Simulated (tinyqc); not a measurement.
Changing the temperature T: formation energy of a charged point defect from supercell energies. Computed by tinyqc, a small Python program. Command: `OMP_NUM_THREADS=1 python tinyqc.py 3014423 3014424 out.jsonl formation sweep`. One thread of a shared host (Intel(R) Xeon(R) Processor @ 2.30GHz), about 0.02 s of CPU time with the checks.

The host is a compound AB. Making the defect adds n_A = 1, n_B = 0 atoms to the cell. All total energies are inputs. E_F is counted from the valence-band maximum (VBM); x = 0 is A-rich and x = 1 B-rich growth.

Inputs (values chosen for the exercise, with gap and screening modelled on GaN):
```
quantity,value,unit
E_VBM of the host cell,5.53,eV
potential alignment dV,-0.022,eV
dielectric constant eps,9.77,-
cell length L,17,angstrom
mu_A of the pure element,-2.163,eV
formation enthalpy dH of AB,-2.03,eV
growth condition x,0.41,-
Fermi level E_F,0.727,eV
site density N_s,4.8e+22,cm^-3
```

Defect: A interstitial. Supercell lattice: sc.

charge states q: [1, 0, -1]

E(defect, q) - E(host), in the order of q (eV): [-7.314, 1.042, 8.712]

Constants: e^2/(4 pi eps_0) = 14.39964548 eV angstrom; k_B = 8.617333262e-05 eV/K.

Method:
- dmu_A = x dH and dmu_B = (1 - x) dH, so that dmu_A + dmu_B = dH; mu = mu(element) + dmu.
- The reservoir term is sum n_i mu_i.
- Image-charge correction of a point charge in a neutralising background: E_corr = q^2 alpha e^2/(4 pi eps_0) / (2 eps L), alpha = 2.837297 for a sc array with L the cube root of the volume.
- E_f(q, E_F) = [E(defect, q) - E(host)] - sum n_i mu_i + q (E_VBM + dV + E_F) + E_corr(q).
- E_f(q, E_F) = E_f(q, 0) + q E_F.
- c_q = N_s exp(-E_f(q, E_F)/k_B T), with all degeneracy factors one and no vibrational entropy.

One run for each value:
```
temperature T (K),total concentration (cm^-3),mean charge (e)
500,1.3368e+02,1.0000
643,4.9823e+06,1.0000
786,4.0312e+09,1.0000
929,4.1512e+11,1.0000
1070,1.1913e+13,1.0000
1210,1.5395e+14,1.0000
1360,1.3310e+15,1.0000
1500,6.7533e+15,1.0000
```

Over the rows, total concentration (cm^-3) rises from 134 to 6.75e15 (exponent d ln y / d ln x 42 between the first rows and 17 between the last); mean charge (e) falls from 1.00 to 1.000, flat over part of the range. A line through ln c against 1/(k_B T) has slope -2.039 eV, minus the formation energy averaged over the charge states present.
